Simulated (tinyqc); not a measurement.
Worked calculation: tight binding, honeycomb lattice. One step of it, computed by the program tinyqc.

Question. Levels at k. Diagonalise the Hermitian matrix.

H(k) at k (eV):
```
,A,B
A,1.620000,0.929549-0.066610i
B,0.929549+0.066610i,-1.620000
```

Give: eigenvalues; weights |c|^2 of the basis functions.

Answer.

eigenvalues (eV): -1.869  1.869

weights |c|^2 of the basis functions:
```
,band 1,band 2
A,0.067,0.933
B,0.933,0.067
```
